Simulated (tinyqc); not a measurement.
Inside a calculation: deformation-potential model of the L valleys of a conduction band. Values are carried at full precision from step to step, so a last printed digit may differ when a step is redone from the rounded ones.

s11 = (C11 + C12)/((C11 - C12)(C11 + 2 C12)), s12 = -C12/((C11 - C12)(C11 + 2 C12)), s44 = 1/C44; exx = s11 sxx + s12 (syy + szz) and cyclic, exy = s44 sxy/2; tension is positive. A uniaxial stress X along the unit vector n is s_ij = X n_i n_j.

Constants: kB = 8.617333262e-05 eV/K; hbar^2/2m0 = 3.80998211 eV angstrom^2.

Values chosen for the exercise (near those of Ge; the results hold for these values, not for the real material):
- C11 = 127.8 GPa
- C12 = 48.7 GPa
- C44 = 67.2 GPa
- load = uniaxial [111] (kind of stress)
- X = -0.84 GPa (stress)
- Xd = -6.51 eV (dilation potential)
- Xu = 16.55 eV (uniaxial potential)
- T = 200 K (temperature)
- ml = 1.624 m0 (longitudinal mass)
- mt = 0.079 m0 (transverse mass)

## Strain from a uniaxial [111] stress

Form the compliances and the strain.

s11, s12, s44 (1/TPa): 9.9083  -2.7339  14.8810

strain tensor:
```
,x,y,z
x,-0.001243,-0.002083,-0.002083
y,-0.002083,-0.001243,-0.002083
z,-0.002083,-0.002083,-0.001243
```

## Valley shifts

Valleys with axes along [111], [1-1-1], [-11-1] and [-1-11], one whole valley each. Herring-Vogt shift of a valley with unit axis a: dE = Xd tr(e) + Xu a.e.a. Non-degenerate shares n_i = exp(-dE_i/kT)/sum_j exp(-dE_j/kT). Inverse mass tensor of a valley: (1 - a a)/mt + a a/ml; the masses are taken as independent of strain.

Apply the Herring-Vogt formula to each valley.

Xd tr(e) = 24.28 meV

a.e.a: [111] -0.005410, [1-1-1] 0.000146, [-11-1] 0.000146, [-1-11] 0.000146

shifts dE (meV): [111] -65.25, [1-1-1] 26.69, [-11-1] 26.69, [-1-11] 26.69

The lowest valley is [111], 91.9 meV below the highest; the mean shift over all valleys is (Xd + Xu/3) tr(e) = 3.71 meV.

## Shares of the electrons

Boltzmann factors of the shifts.

kT = 17.235 meV

shares: [111] 0.98574, [1-1-1] 0.00475, [-11-1] 0.00475, [-1-11] 0.00475

effective number of valley axes, 1/(largest share) = 1.014

## Conductivity mass tensor

With one scattering time for all valleys the conductivity goes as M = sum_i n_i (inverse mass tensor of valley i); along the unit vector u, 1/m_c = u.M.u. Without stress 1/m_c = (1/ml + 2/mt)/3. Take u along [111].

M (1/m0):
```
,x,y,z
x,8.644,-3.938,-3.938
y,-3.938,8.644,-3.938
z,-3.938,-3.938,8.644
```

m_c along [111] = 1.3015 m0
m_c without stress = 0.1157 m0

The repopulation alone changes the mobility along [111] by -91.1 %; with all electrons in the valleys lightest or heaviest along this direction it would change by +31 or -93 %.

## Effective density of states

Each of the 4 whole valleys has m_d = (ml mt^2)^(1/3) and N = 2 (m_d kT/(4 pi c))^(3/2), c = hbar^2/2m0. Counted from the lowest edge, Nc = N x sum_i exp(-(dE_i - dE_min)/kT). 1 angstrom^-3 = 1e24 cm^-3.

m_d = 0.2164 m0
N of one valley = 1.375e+18 cm^-3
Nc under stress = 1.395e+18 cm^-3
Nc without stress = 5.501e+18 cm^-3

## Piezoresistance from repopulation

For small stress d(rho)/rho = pi X. For valleys on the <111> axes pi11 = pi12 = 0 and pi44 = -Xu s44/(3 kT) x (K - 1)/(2K + 1), K = ml/mt. For stress along [110]: pi_l = (pi11 + pi12 + pi44)/2 with the current along it and pi_t = (pi11 + pi12 - pi44)/2 with the current along [1-10]. 1/GPa = 100 x 1e-11/Pa.

K = 20.557

pi11, pi12, pi44 (1e-11/Pa): 0.0  0.0  -221.2

pi_l, pi_t for [110] (1e-11/Pa): -110.6  110.6

Only the transfer between valleys is counted; changes of mass and of intervalley scattering add to it in a real crystal.

## Checks

- Conductivity mass at zero stress against 3/(1/ml + 2/mt): both 0.1156862.
- Piezoresistance coefficients by finite differences against the closed form: largest difference 1.5e-08.

Run: tinyqc, `OMP_NUM_THREADS=1 python tinyqc.py 1050803 1050804 out.jsonl`; Intel(R) Xeon(R) Processor @ 2.30GHz, one thread, shared host; about 0.02 s of CPU time with all checks.
